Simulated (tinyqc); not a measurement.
Undoped gate-all-around wire MOSFET, analytic charge model: one step of the calculation.

An undoped round wire of radius R under an insulator shell and a surrounding gate; long channel, electrons only, n = ni exp((psi - V)/Vt) with V the quasi-Fermi potential (0 at the source, Vd at the drain), constant mobility, no quantisation. The radial Poisson equation gives n(r) = n(0)/(1 - (1 - b) r^2/R^2)^2 with b = Q0/(Q + Q0). Q is the electron charge per area of the wire surface.

Task. Drain current and line charge. Q solves Vg - V0 - V = Q/Cox + Vt ln(Q/Q0) + Vt ln(1 + Q/Q0). I = mu (2 pi R/L)[2 Vt (Qs - Qd) + (Qs^2 - Qd^2)/(2 Cox) + Vt Q0 ln((Qd + Q0)/(Qs + Q0))], with Qs at V = 0 and Qd at V = Vd. Electrons per length at the source: 2 pi R Qs/q; surface over centre density: (1 + Qs/Q0)^2.

Values chosen for this exercise; material values close to those of silicon: temperature T = 300 K; wire radius R = 4 nm; channel mobility mu = 280 cm^2/(V s); gate length L = 0.1 um; drain voltage Vd = 0.5 V.

Constants: q = 1.602176634e-19 C, kB = 1.380649e-23 J/K, Vt = kB T/q. Results are converted to the units shown.

Qs = 413.15389 nC/cm^2
Qd = 0.0079061351 nC/cm^2
Cox = 2.1170286 uF/cm^2
Q0 = 270.10018 nC/cm^2

Wanted: first term; second term; third term; I; electrons per length; surface over centre density.

Result.

first term = 1.5032 uA
second term = 2.8370 uA
third term = -0.45602 uA
I = 3.8842 uA
electrons per length = 0.64810 1/nm
surface over centre density = 6.3990

The square-law term makes up 73.0 % of the current.

Program tinyqc, `OMP_NUM_THREADS=1 python tinyqc.py 2460103 2460104 out.jsonl`; Intel Xeon 2.30GHz, shared host, one thread, about 0.03 s.
